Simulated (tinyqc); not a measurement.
G0W0 on RHF in the 6-311g basis, for H2, spin multiplicity 1, step by step. One step of it, computed by the program tinyqc.

Task: Iteration 6 (converged): orbitals. Diagonalise F' = X^T F X, C = X C', fill 1 alpha and 1 beta electrons from the bottom; D = 2 C_occ C_occ^T. Each column has its largest component positive (the first on a tie).

converged F (hartree), order 1H 1s, 1H 2s, 1H 3s, 2H 1s, 2H 2s, 2H 3s:
$$\begin{pmatrix}
0.495086 & -0.514741 & -0.502722 & -0.581048 & -0.583480 & -0.486722 \\
-0.514741 & -0.410778 & -0.399518 & -0.583480 & -0.510221 & -0.416441 \\
-0.502722 & -0.399518 & -0.250422 & -0.486722 & -0.416441 & -0.264327 \\
-0.581048 & -0.583480 & -0.486722 & 0.495086 & -0.514741 & -0.502722 \\
-0.583480 & -0.510221 & -0.416441 & -0.514741 & -0.410778 & -0.399518 \\
-0.486722 & -0.416441 & -0.264327 & -0.502722 & -0.399518 & -0.250422
\end{pmatrix}$$

X, order 1H 1s, 1H 2s, 1H 3s, 2H 1s, 2H 2s, 2H 3s:
$$\begin{pmatrix}
1.384597 & -0.745481 & 0.218126 & -0.093313 & 0.026018 & -0.041224 \\
-0.745481 & 2.550163 & -1.238834 & 0.026018 & -0.858456 & 0.505116 \\
0.218126 & -1.238834 & 3.148874 & -0.041224 & 0.505116 & -2.003420 \\
-0.093313 & 0.026018 & -0.041224 & 1.384597 & -0.745481 & 0.218126 \\
0.026018 & -0.858456 & 0.505116 & -0.745481 & 2.550163 & -1.238834 \\
-0.041224 & 0.505116 & -2.003420 & 0.218126 & -1.238834 & 3.148874
\end{pmatrix}$$

Give: F' = X^T F X; orbital energies; coefficients C; D after iteration 6.

Result:

F' = X^T F X (hartree):
$$\begin{pmatrix}
1.6974 & -1.1684 & 0.0151 & -0.5374 & -0.1430 & -0.1610 \\
-1.1684 & 0.9647 & -0.3784 & -0.1430 & -0.2678 & -0.0198 \\
0.0151 & -0.3784 & 0.2083 & -0.1610 & -0.0198 & -0.1266 \\
-0.5374 & -0.1430 & -0.1610 & 1.6974 & -1.1684 & 0.0151 \\
-0.1430 & -0.2678 & -0.0198 & -1.1684 & 0.9647 & -0.3784 \\
-0.1610 & -0.0198 & -0.1266 & 0.0151 & -0.3784 & 0.2083
\end{pmatrix}$$

orbital energies (hartree): MO1 -0.6293, MO2 0.1833, MO3 0.2981, MO4 0.6990, MO5 2.2699, MO6 2.9199

coefficients C, order 1H 1s, 1H 2s, 1H 3s, 2H 1s, 2H 2s, 2H 3s:
$$\begin{pmatrix}
0.2078 & 0.0724 & -0.0541 & -0.0806 & -1.0306 & -1.1881 \\
0.2854 & -0.0956 & -0.6671 & -1.9959 & 1.1968 & 1.9065 \\
0.1129 & 2.6953 & 0.8317 & 2.4285 & -0.4862 & -1.2904 \\
0.2078 & -0.0724 & -0.0541 & 0.0806 & -1.0306 & 1.1881 \\
0.2854 & 0.0956 & -0.6671 & 1.9959 & 1.1968 & -1.9065 \\
0.1129 & -2.6953 & 0.8317 & -2.4285 & -0.4862 & 1.2904
\end{pmatrix}$$

D after iteration 6, order 1H 1s, 1H 2s, 1H 3s, 2H 1s, 2H 2s, 2H 3s:
$$\begin{pmatrix}
0.0864 & 0.1186 & 0.0469 & 0.0864 & 0.1186 & 0.0469 \\
0.1186 & 0.1630 & 0.0645 & 0.1186 & 0.1630 & 0.0645 \\
0.0469 & 0.0645 & 0.0255 & 0.0469 & 0.0645 & 0.0255 \\
0.0864 & 0.1186 & 0.0469 & 0.0864 & 0.1186 & 0.0469 \\
0.1186 & 0.1630 & 0.0645 & 0.1186 & 0.1630 & 0.0645 \\
0.0469 & 0.0645 & 0.0255 & 0.0469 & 0.0645 & 0.0255
\end{pmatrix}$$
